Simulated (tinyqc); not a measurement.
Switching kinetics of a ferroelectric film and the memory window of a ferroelectric gate stack: one step, computed by the program tinyqc. Command: `OMP_NUM_THREADS=1 python tinyqc.py 3007772 3007773 out.jsonl feswitch walk`. One thread of a shared host (Intel(R) Xeon(R) Processor @ 2.30GHz), about 0.01 s of CPU time with the checks.

Fields in MV/cm; 1 microcoulomb/cm^2 over eps_0 is 11.29409 MV/cm. In the stack (metal, ferroelectric, interlayer, channel) the channel is taken as a conductor.

Task: Switched share after the pulse. Merz's law: t1 = t_inf exp[(E_a/E)^alpha] at the mean of the fields before and after switching. NLS: switched share = integral of [1 - exp(-(t/tau)^n)] F(z) dz over z = log10 tau, with the Lorentzian F = (1/pi) w/[(z - log10 t1)^2 + w^2].

Inputs (values chosen for the exercise, for a model hafnia-based film): time constant t_inf = 5.4e-10 s; activation field E_a = 13 MV/cm; Merz exponent alpha = 1; dimension n = 2; half width w of log10 t = 0.91; pulse length t_p = 7.1e-06 s; breakdown field of the interlayer = 15 MV/cm.

Kinetics: nucleation-limited (NLS).

E_F before switching = 3.198555 MV/cm

E_F after switching = 2.718325 MV/cm

Give: mean field; switching time t1; switched share.

Result:

mean field = 2.958 MV/cm

switching time t1 = 4.373e-08 s

switched share = 0.8805

t_p is 160 t1. A field higher by 10 % would shorten t1 by a factor 1.5. The step approximation 1/2 + arctan[log10(t_p/t1)/w]/pi gives 0.876. Caution: the interlayer field exceeds its breakdown field, so charge injection would change the fields.
